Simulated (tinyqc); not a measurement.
Delta-doped layer in the Thomas-Fermi potential, step by step. Values are carried at full precision from step to step, so a last printed digit may differ when a step is redone from the rounded ones.

All donors ionised in the plane z = 0, zero temperature, energies from the Fermi level EF of the Thomas-Fermi model, which lies at the bulk band edge; c = hbar^2/2m0, q = e^2/(4 pi eps0). Layer in a (001) plane: two valleys with m_z = ml, m_d = mt (unprimed) and four with m_z = mt, m_d = sqrt(ml mt) (primed); m3 = (ml mt^2)^(1/3), gv = 6. With n = (gv/3 pi^2)(m3 (-V)/c)^(3/2) and V'' = -(4 pi q/eps) n for z > 0, the solution is V = -b/(|z| + z0)^4 with sqrt(b) = 20/K, K = (4 pi q/eps)(gv/3 pi^2)(m3/c)^(3/2), and z0^5 = 4b/(e F0), e F0 = 2 pi q N/eps; 1e13/cm^2 = 1e-3/angstrom^2. Exchange and correlation are left out.

Constants: hbar^2/2m0 = 3.80998211 eV angstrom^2; e^2/(4 pi eps0) = 14.39964547 eV angstrom.

Values chosen for the exercise (near those of a delta-doped layer in Si; shifted at random, so the results belong to these values and not to a real crystal):
- ml = 0.925 m0 (longitudinal mass)
- mt = 0.189 m0 (transverse mass)
- eps = 11.8 (dielectric constant)
- N = 8.9 x 1e13/cm^2 (donor sheet density)

## The Thomas-Fermi well

Give K, b, e F0, z0 and the depth b/z0^4.

K = 0.075955 eV^(-1/2) angstrom^-2
b = 69334 eV angstrom^4
e F0 = 0.068240 eV/angstrom
z0 = 20.98 angstrom
depth = 0.3579 eV

Half of the electrons lie within |z| < (2^(1/5) - 1) z0 = 3.1 angstrom. The mean donor spacing in the plane is 10.6 angstrom, against a Bohr radius 0.529177 eps/m3 = 19.5 angstrom: the orbits overlap many donors, so a smeared sheet is a fair model in the plane. Across the plane the Thomas-Fermi density is more peaked than that of the quantised subbands, the more so the fewer are filled.

## Profile

V = -b/(|z| + z0)^4, n and the share of electrons beyond |z|, (z0/(|z| + z0))^5, at z = 0, 0.1, 0.25, 0.5, 1 and 2 times z0; n = (eps/(4 pi q)) 20 b/(|z| + z0)^6, q = e^2/(4 pi eps0), 1/angstrom^3 = 1e24/cm^3.

Profile:
```
z (angstrom)   V (eV)  n (1e19/cm^3)  share beyond
0.0           -0.3579            106         1.000
2.1           -0.2445           59.9         0.621
5.2           -0.1466           27.8         0.328
10.5          -0.0707           9.31         0.132
21.0          -0.0224           1.66         0.031
42.0          -0.0044          0.145         0.004
```

## Subbands

Subbands solve -(c/m_z) psi'' + V psi = E psi on 1280 points of spacing z0/80; up to ten levels for each group, kept if bound with an rms width below 2.5 z0.

List the bound levels with their rms width.

Subbands:
```
label  valleys g  m_d (m0)   E (eV)  rms z (angstrom)
0              2    0.1890  -0.1637               5.1
0'             4    0.4181  -0.0944              12.2
1              2    0.1890  -0.0250              17.6
2              2    0.1890  -0.0033              44.7
```

The lowest level lies 54 % of the way up the well, and 0' follows 69 meV higher.

## Filling the subbands

At zero temperature n_i = g m_d (mu - E_i)/(2 pi c) for E_i < mu, c = hbar^2/2m0; find mu from sum n_i = N (1e13/cm^2 = 1e-3/angstrom^2).

mu = -0.0067 eV

n_i in the order of the list (1e13/cm^2): 2.480  6.130  0.290  0.000

3 subbands filled in part, the lowest with 28 % of the electrons. The potential was built for a Fermi level at 0; filling its quantised levels puts mu 1.9 % of the depth below that, which shows how nearly the two pictures agree. The fullest is 0', with 69 %.

## Estimate from a V-shaped well

Near z = 0 the well is -depth + e F0 |z|, whose levels are a (c (e F0)^2/m_z)^(1/3) with a = 1.018793 (even) and 2.338107 (odd); c = hbar^2/2m0, m_z = ml, for the unprimed levels.

levels 0 and 1 (eV): -0.0852  0.2680

Level 0 comes out 79 meV too high, since screening flattens the true well away from the plane, and level 1 lands above the rim at 0.

## Checks

- Integral of the Thomas-Fermi density against N, 1e13/cm^2: both 8.900.
- Lowest level on a finer grid (z0/200), eV: both -0.164.

Program tinyqc; command `OMP_NUM_THREADS=1 python tinyqc.py 1280465 1280466 out.jsonl`; about 0.3 s on one thread of a shared Intel(R) Xeon(R) Processor @ 2.30GHz.
